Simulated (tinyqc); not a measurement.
## Charge imbalance from the loss of breakdown voltage

Question. In a superjunction of pillar doping N and length Lp an imbalance dl lowers BV by q |dl| N Lp^2/(4 eps0 eps_r), as long as the field reaches through the pillar. Find |dl| and the net dose error |dl| N wp.

Inputs (values chosen for the exercise): relative permittivity of the semiconductor eps_r = 11.5; width of each pillar wp = 4 um.

Constants: q = 1.602176634e-19 C, eps0 = 8.8541878128e-14 F/cm where lengths are in cm. Results are converted to the units shown.

BV balanced and BV measured (V): [900, 811.66309]
N = 5.4337830e15 cm^-3
Lp = 36.512133 um

Answer. The loss is linear in |dl|; its sign cannot be told from BV.

|dl| = 3.100 %
dose error = 6.738e10 cm^-2

tinyqc, about 0.01 s, one thread, Intel Xeon 2.30GHz (shared host): `OMP_NUM_THREADS=1 python tinyqc.py 2590023 2590024 out.jsonl`
